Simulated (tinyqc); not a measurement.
Parabolic quantum dot in a magnetic field (Fock-Darwin): one step. Addition spectrum. Two cases, with inputs chosen for the exercise.

Problem. Constant interaction: mu(N) = E_N + (N - 1/2) Ec with the spin-resolved levels filled in order; the addition energy is mu(N + 1) - mu(N).

Two dimensions, V = m w0^2 r^2/2, one valley. hbar wc = 2 muB B/m, W = sqrt(w0^2 + wc^2/4), E(n, l, s) = (2n + |l| + 1) hbar W - l hbar wc/2 + s gs muB B, n = 0, 1, ..., l = 0, +/-1, ..., s = +/-1/2; length lam = sqrt(2c/(m hbar W)), c = hbar^2/2m0.

Constants: muB = 5.788381798e-05 eV/T; hbar^2/2m0 = 3.80998211 eV angstrom^2.

Give: Filling.

Case 1.

Values chosen (near those of a gate-defined dot in InAs; the results hold for these values, not for the real material): m = 0.0306 m0 (mass); gs = -8.47 (g factor); w0 = 6.4 meV (confinement energy hbar w0); B = 0.5 T (magnetic field); Ec = 3.7 meV (charging energy e^2/C).

Solution.

Filling:
```
N   state added  E_N (meV)  mu(N) (meV)  addition energy (meV)
1        (0,0)+      6.347        8.197                  3.945
2        (0,0)-      6.592       12.142                  8.979
3        (0,1)+     11.871       21.121                  3.945
4        (0,1)-     12.116       25.066                  5.346
5       (0,-1)+     13.762       30.412                  3.945
6       (0,-1)-     14.007       34.357                  7.087
7        (0,2)+     17.394       41.444                  3.945
8        (0,2)-     17.639       45.389                  5.346
9        (1,0)+     19.286       50.736                  3.945
10       (1,0)-     19.531       54.681                  5.346
```

The largest addition energy falls at N = 2; at zero field it peaks at the closed shells 2, 6 and 12. Exchange, which the model lacks, would favour parallel spins near level crossings. Ec is an independent input that includes screening by the gates.

Case 2.

Values chosen (near those of a gate-defined dot in GaAs; the results hold for these values, not for the real material): m = 0.0671 m0 (mass); gs = -0.41 (g factor); w0 = 1.4 meV (confinement energy hbar w0); B = 1.14 T (magnetic field); Ec = 4.9 meV (charging energy e^2/C).

Solution.

Filling:
```
N   state added  E_N (meV)  mu(N) (meV)  addition energy (meV)
1        (0,0)+      1.697        4.147                  4.927
2        (0,0)-      1.724        9.074                  5.600
3        (0,1)+      2.425       14.675                  4.927
4        (0,1)-      2.452       19.602                  5.600
5        (0,2)+      3.152       25.202                  4.927
6        (0,2)-      3.179       30.129                  5.600
7        (0,3)+      3.880       35.730                  4.927
8        (0,3)-      3.907       40.657                  5.385
9       (0,-1)+      4.392       46.042                  4.927
10      (0,-1)-      4.419       50.969                  5.088
```

The largest addition energy falls at N = 2, 4 and 6; at zero field it peaks at the closed shells 2, 6 and 12. Exchange, which the model lacks, would favour parallel spins near level crossings. Ec is an independent input that includes screening by the gates.

Computed by tinyqc, one run a case: `OMP_NUM_THREADS=1 python tinyqc.py N N+1 out.jsonl` with N = 1250033, 1250891; one thread of a shared Intel(R) Xeon(R) Processor @ 2.30GHz, about 0.07 s a run at most.
